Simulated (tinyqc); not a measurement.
Worked calculation (part 2 of 2): coupled-perturbed Hartree-Fock on RHF in the 6-31g basis, for H4, spin multiplicity 1. Computed by tinyqc, a small Python program that keeps every step (integrals from PySCF). Command: `OMP_NUM_THREADS=1 python tinyqc.py 28054 28055 out.jsonl` (the two numbers bound the seeds that draw the settings). One thread of a shared host (Intel(R) Xeon(R) Processor @ 2.60GHz), about 0.1 s of CPU time with the checks.

Geometry (angstrom):
```
atom         x         y         z
H     0.000000  0.000000  0.000000
H     0.000000  0.000000  1.010000
H     0.000000  0.000000  2.687000
H     0.000000  0.000000  3.697000
```

## Convergence

Stop when the energy changes by less than 1e-10 hartree and every element of the error matrix X^T (F D S - S D F) X is below 3e-06.

Course of the cycle:
```
iteration  E (hartree)     change  largest element of the error matrix
1          -2.09786700          -                             1.61e-01
2          -2.18130864  -8.34e-02                             1.49e-02
3          -2.18222856  -9.20e-04                             2.53e-03
4          -2.18226056  -3.20e-05                             3.54e-04
5          -2.18226131  -7.47e-07                             6.51e-06
6          -2.18226131  -1.60e-10                             4.84e-07
7          -2.18226131  -6.60e-13                             3.42e-08
```

PySCF RHF in the same basis = -2.18226131 hartree

Converged in 7 iterations.

## Populations, bond orders and dipole

D after iteration 7, lower triangle:
```
           1H 1s      1H 2s      2H 1s      2H 2s     3H 1s     3H 2s     4H 1s     4H 2s
1H 1s   0.164055
1H 2s   0.183518   0.205420
2H 1s   0.162503   0.181221   0.163359
2H 2s   0.205411   0.229820   0.203300   0.257205
3H 1s  -0.006924  -0.012371   0.012895  -0.010059  0.163359
3H 2s  -0.034837  -0.044696  -0.010059  -0.045340  0.203300  0.257205
4H 1s  -0.026724  -0.034473  -0.006924  -0.034837  0.162503  0.205411  0.164055
4H 2s  -0.034473  -0.043663  -0.012371  -0.044696  0.181221  0.229820  0.183518  0.205420
```

overlap S, lower triangle:
```
          1H 1s     1H 2s     2H 1s     2H 2s     3H 1s     3H 2s     4H 1s     4H 2s
1H 1s  1.000000
1H 2s  0.658292  1.000000
2H 1s  0.246931  0.407857  1.000000
2H 2s  0.407857  0.745459  0.658292  1.000000
3H 1s  0.000173  0.022534  0.028014  0.176184  1.000000
3H 2s  0.022534  0.125041  0.176184  0.444922  0.658292  1.000000
4H 1s  0.000000  0.001129  0.000173  0.022534  0.246931  0.407857  1.000000
4H 2s  0.001129  0.019529  0.022534  0.125041  0.407857  0.745459  0.658292  1.000000
```

Mulliken: Z minus the diagonal of D S on the atom; Loewdin: the same with S^(1/2) D S^(1/2); Mayer order: 2 sum_s sum (D(s) S)_ij (D(s) S)_ji over the two atoms.

Charges (e):
```
atom   Mulliken    Loewdin
1H     0.027354   0.002325
2H    -0.027354  -0.002325
3H    -0.027354  -0.002325
4H     0.027354   0.002325
```

Mayer bond orders:
```
pair      order
2-1    0.992739
3-1   -0.009911
3-2    0.006242
4-1    0.015787
4-2   -0.009911
4-3    0.992739
```

dipole moment about the origin, x y z (debye): 0.000000  0.000000  0.000000

## Integrals over molecular orbitals

coefficients C:
```
            MO1        MO2        MO3        MO4        MO5        MO6        MO7        MO8
1H 1s  0.185291   0.218391   0.154971  -0.055671   0.650893   0.865169  -0.663253   0.327677
1H 2s  0.201095   0.249541   0.785532  -1.105430  -0.588409  -0.623219   0.807282  -0.996434
2H 1s  0.209913   0.193948  -0.112008   0.204673   0.575868   0.253911   0.745586  -0.960115
2H 2s  0.230144   0.275020  -0.652482   1.306369  -0.331341  -0.388973  -0.774571   1.871529
3H 1s  0.209913  -0.193948  -0.112008  -0.204673   0.575868  -0.253911   0.745586   0.960115
3H 2s  0.230144  -0.275020  -0.652482  -1.306369  -0.331341   0.388973  -0.774571  -1.871529
4H 1s  0.185291  -0.218391   0.154971   0.055671   0.650893  -0.865169  -0.663253  -0.327677
4H 2s  0.201095  -0.249541   0.785532   1.105430  -0.588409   0.623219   0.807282   0.996434
```

core Hamiltonian H = T + V (hartree), lower triangle:
```
           1H 1s      1H 2s      2H 1s      2H 2s      3H 1s      3H 2s      4H 1s      4H 2s
1H 1s  -1.120784
1H 2s  -1.046551  -1.197301
2H 1s  -0.559393  -0.773274  -1.293197
2H 2s  -0.730242  -1.028783  -1.160038  -1.366270
3H 1s  -0.001115  -0.053928  -0.086777  -0.347718  -1.293197
3H 2s  -0.058008  -0.211043  -0.347718  -0.651443  -1.160038  -1.366270
4H 1s  -0.000001  -0.003770  -0.001115  -0.058008  -0.559393  -0.730242  -1.120784
4H 2s  -0.003770  -0.038439  -0.053928  -0.211043  -0.773274  -1.028783  -1.046551  -1.197301
```

Given earlier and not repeated: Two-electron integrals (ij|kl) in chemists' order.

(pq|rs) = sum C_ip C_jq C_kr C_ls (ij|kl), one index at a time.

one-electron integrals over orbitals h = C^T H C (hartree), lower triangle:
```
           1          2          3          4          5          6          7          8
1  -1.551014
2   0.000000  -1.470597
3   0.098334   0.000000  -1.093001
4   0.000000  -0.115260   0.000000  -0.909951
5  -0.138034   0.000000  -0.071384   0.000000  -0.409918
6   0.000000  -0.119415   0.000000   0.110010   0.000000  -0.303251
7  -0.034268   0.000000   0.180838   0.000000  -0.090246   0.000000  -0.221252
8   0.000000   0.051518   0.000000   0.230809   0.000000   0.005074   0.000000  -0.172526
```

Two-electron integrals over orbitals (pq|rs), unique and non-zero (hartree):
```
(11|11) 0.393592    (21|21) 0.179673    (22|11) 0.384634    (22|22) 0.387736
(31|11) -0.034658   (31|22) -0.006220   (31|31) 0.071550    (32|21) 0.051235
(32|32) 0.058527    (33|11) 0.338427    (33|22) 0.330042    (33|31) -0.021150
(33|33) 0.320793    (41|21) 0.020891    (41|32) -0.040255   (41|41) 0.051211
(42|11) 0.052560    (42|22) 0.031032    (42|31) -0.061139   (42|33) 0.022270
(42|42) 0.062845    (43|21) -0.120011   (43|32) -0.045606   (43|41) -0.000368
(43|43) 0.102870    (44|11) 0.330471    (44|22) 0.325403    (44|31) -0.017445
(44|33) 0.306194    (44|42) 0.025523    (44|44) 0.306544    (51|11) 0.065807
(51|22) 0.070420    (51|31) 0.003932    (51|33) 0.038526    (51|42) 0.011317
(51|44) 0.041763    (51|51) 0.046412    (52|21) 0.068612    (52|32) 0.015766
(52|41) 0.013375    (52|43) -0.034313   (52|52) 0.051509    (53|11) 0.022177
(53|22) 0.023364    (53|31) 0.003365    (53|33) 0.019521    (53|42) -0.003140
(53|44) 0.006067    (53|51) 0.007557    (53|53) 0.022441    (54|21) 0.032369
(54|32) -0.000883   (54|41) 0.013601    (54|43) -0.028937   (54|52) 0.008680
(54|54) 0.025587    (55|11) 0.350802    (55|22) 0.350750    (55|31) -0.010423
(55|33) 0.308428    (55|42) 0.028310    (55|44) 0.302020    (55|51) 0.060620
(55|53) 0.022614    (55|55) 0.332114    (61|21) 0.048476    (61|32) 0.029373
(61|41) -0.009369   (61|43) -0.025648   (61|52) 0.040730    (61|54) -0.002643
(61|61) 0.041823    (62|11) 0.051826    (62|22) 0.064240    (62|31) 0.027518
(62|33) 0.037556    (62|42) -0.014821   (62|44) 0.031247    (62|51) 0.042298
(62|53) 0.020460    (62|55) 0.056574    (62|62) 0.055650    (63|21) 0.044137
(63|32) 0.022652    (63|41) -0.004399   (63|43) -0.022706   (63|52) 0.030144
(63|54) -0.009828   (63|61) 0.031709    (63|63) 0.032010    (64|11) -0.033076
(64|22) -0.034024   (64|31) -0.000638   (64|33) -0.024905   (64|42) -0.002539
(64|44) -0.016294   (64|51) -0.012167   (64|53) -0.017876   (64|55) -0.029614
(64|62) -0.019629   (64|64) 0.017879    (65|21) 0.149160    (65|32) 0.070048
(65|41) -0.011288   (65|43) -0.105946   (65|52) 0.059297    (65|54) 0.015633
(65|61) 0.056077    (65|63) 0.050172    (65|65) 0.155646    (66|11) 0.340294
(66|22) 0.357797    (66|31) 0.035647    (66|33) 0.308191    (66|42) -0.013382
(66|44) 0.294099    (66|51) 0.066659    (66|53) 0.039476    (66|55) 0.337403
(66|62) 0.087217    (66|64) -0.042229   (66|66) 0.388046    (71|11) 0.019370
(71|22) 0.005903    (71|31) -0.039068   (71|33) 0.001859    (71|42) 0.041465
(71|44) 0.018741    (71|51) 0.006512    (71|53) -0.024277   (71|55) 0.003955
(71|62) -0.023252   (71|64) 0.014959    (71|66) -0.038838   (71|71) 0.052126
(72|21) -0.003092   (72|32) -0.039609   (72|41) 0.039549    (72|43) 0.002330
(72|52) -0.005141   (72|54) 0.025886    (72|61) -0.025495   (72|63) -0.026546
(72|65) -0.034861   (72|72) 0.053945    (73|11) -0.061801   (73|22) -0.067956
(73|31) -0.008371   (73|33) -0.037839   (73|42) -0.006110   (73|44) -0.040167
(73|51) -0.040365   (73|53) -0.008094   (73|55) -0.057181   (73|62) -0.038721
(73|64) 0.014883    (73|66) -0.068324   (73|71) -0.001830   (73|73) 0.040473
(74|21) 0.067641    (74|32) -0.000276   (74|41) 0.029344    (74|43) -0.034202
(74|52) 0.044095    (74|54) 0.014616    (74|61) 0.026370    (74|63) 0.021496
(74|65) 0.045160    (74|72) 0.013844    (74|74) 0.050525    (75|11) 0.036227
(75|22) 0.009582    (75|31) -0.071359   (75|33) 0.014726    (75|42) 0.066964
(75|44) 0.022762    (75|51) -0.001113   (75|53) -0.017092   (75|55) 0.010149
(75|62) -0.036104   (75|64) 0.009514    (75|66) -0.053508   (75|71) 0.059808
(75|73) 0.006882    (75|75) 0.094409    (76|21) -0.093514   (76|32) -0.069211
(76|41) 0.033225    (76|43) 0.069885    (76|52) -0.044418   (76|54) 0.001930
(76|61) -0.054485   (76|63) -0.046507   (76|65) -0.117289   (76|72) 0.052478
(76|74) -0.022183   (76|76) 0.109257    (77|11) 0.394139    (77|22) 0.387520
(77|31) -0.029094   (77|33) 0.339601    (77|42) 0.049335    (77|44) 0.334923
(77|51) 0.084237    (77|53) 0.023026    (77|55) 0.366226    (77|62) 0.070648
(77|64) -0.034420   (77|66) 0.359076    (77|71) 0.021844    (77|73) -0.076826
(77|75) 0.033506    (77|77) 0.424351    (81|21) -0.018010   (81|32) 0.027386
(81|41) -0.035847   (81|43) 0.012576    (81|52) -0.015277   (81|54) -0.026797
(81|61) 0.005084    (81|63) 0.012298    (81|65) 0.010117    (81|72) -0.044402
(81|74) -0.028382   (81|76) -0.027462   (81|81) 0.046989    (82|11) -0.027707
(82|22) -0.014115   (82|31) 0.036938    (82|33) -0.014338   (82|42) -0.037035
(82|44) -0.026361   (82|51) -0.014085   (82|53) 0.018439    (82|55) -0.014098
(82|62) 0.011031    (82|64) -0.011200   (82|66) 0.023319    (82|71) -0.045651
(82|73) 0.007013    (82|75) -0.053315   (82|77) -0.037580   (82|82) 0.045389
(83|21) 0.047493    (83|32) -0.000635   (83|41) 0.021158    (83|43) -0.022303
(83|52) 0.032858    (83|54) 0.009732    (83|61) 0.020613    (83|63) 0.016097
(83|65) 0.032299    (83|72) 0.008303    (83|74) 0.037265    (83|76) -0.017061
(83|81) -0.020041   (83|83) 0.029261    (84|11) -0.080729   (84|22) -0.071117
(84|31) 0.031774    (84|33) -0.047909   (84|42) -0.041298   (84|44) -0.050766
(84|51) -0.039712   (84|53) -0.000281   (84|55) -0.062637   (84|62) -0.020922
(84|64) 0.009205    (84|66) -0.040951   (84|71) -0.031470   (84|73) 0.035553
(84|75) -0.041208   (84|77) -0.095053   (84|82) 0.035160    (84|84) 0.057934
(85|21) -0.039973   (85|32) 0.033374    (85|41) -0.051503   (85|43) 0.018462
(85|52) -0.015987   (85|54) -0.025788   (85|61) 0.010563    (85|63) 0.008067
(85|65) -0.001705   (85|72) -0.049956   (85|74) -0.038075   (85|76) -0.033410
(85|81) 0.046489    (85|83) -0.026146   (85|85) 0.068879    (86|11) -0.004579
(86|22) 0.010100    (86|31) 0.039372    (86|33) 0.005148    (86|42) -0.035801
(86|44) 0.000800    (86|51) 0.013254    (86|53) 0.010380    (86|55) 0.008375
(86|62) 0.031948    (86|64) -0.006420   (86|66) 0.044287    (86|71) -0.030609
(86|73) -0.013110   (86|75) -0.052422   (86|77) 0.005072    (86|82) 0.022378
(86|84) 0.012215    (86|86) 0.035390    (87|21) -0.152330   (87|32) -0.021775
(87|41) -0.040461   (87|43) 0.103843    (87|52) -0.071630   (87|54) -0.043759
(87|61) -0.041731   (87|63) -0.030953   (87|65) -0.118943   (87|72) -0.025987
(87|74) -0.078510   (87|76) 0.061674    (87|81) 0.049736    (87|83) -0.055484
(87|85) 0.066717    (87|87) 0.168425    (88|11) 0.389647    (88|22) 0.371480
(88|31) -0.060267   (88|33) 0.328252    (88|42) 0.078218    (88|44) 0.333947
(88|51) 0.073512    (88|53) 0.004149    (88|55) 0.351305    (88|62) 0.039300
(88|64) -0.021391   (88|66) 0.309622    (88|71) 0.057167    (88|73) -0.065874
(88|75) 0.080628    (88|77) 0.413391    (88|82) -0.064315   (88|84) -0.105970
(88|86) -0.025496   (88|88) 0.435552
```

## Response to a field: uncoupled start

orbital energies (hartree): MO1 -0.567826, MO2 -0.493266, MO3 0.113860, MO4 0.287741, MO5 0.895265, MO6 0.995460, MO7 1.235994, MO8 1.257350

dipole integrals <a|z|i> (bohr):
```
           i1         i2
a3   0.000000  -1.617259
a4   0.733125   0.000000
a5   0.000000   0.000693
a6  -0.067541   0.000000
a7   0.000000   0.084420
a8  -0.039827   0.000000
```

Field along z; U_ai = -mu_ai / (e_a - e_i), alpha = -4 sum U_ai mu_ai.

uncoupled U:
```
           i1         i2
a3   0.000000   2.663797
a4  -0.856888   0.000000
a5   0.000000  -0.000499
a6   0.043204   0.000000
a7   0.000000  -0.048819
a8   0.021821   0.000000
```

uncoupled polarisability = 19.776657 bohr^3

## Coupled step 1

U_ai = -(mu_ai + sum_bj [4 (ai|bj) - (ab|ij) - (aj|bi)] U_bj) / (e_a - e_i); alpha = -4 sum U_ai mu_ai.

U after step 1:
```
           i1         i2
a3   0.000000   3.361680
a4  -1.093432   0.000000
a5   0.000000  -0.040309
a6  -0.026067   0.000000
a7   0.000000   0.046865
a8  -0.024371   0.000000
```

polarisability = 24.926681 bohr^3

## Coupled step 2

As before.

U after step 2:
```
           i1         i2
a3   0.000000   3.563802
a4  -1.164822   0.000000
a5   0.000000  -0.056228
a6  -0.056343   0.000000
a7   0.000000   0.087159
a8  -0.044211   0.000000
```

polarisability = 26.418662 bohr^3

## Coupled polarisability

Repeat until U stops changing; compare with -d2E/dF2.

Course of the coupled iterations:
```
step  alpha (bohr^3)
0          19.776657
1          24.926681
2          26.418662
3          26.869005
4          27.006902
5          27.049333
6          27.062411
7          27.066444
8          27.067688
9          27.068071
10         27.068190
11         27.068226
12         27.068237
13         27.068241
14         27.068242
15         27.068242
16         27.068242
17         27.068242
```

coupled polarisability = 27.068242 bohr^3

finite-field check, fields of +/-0.001 au = 27.068518 bohr^3
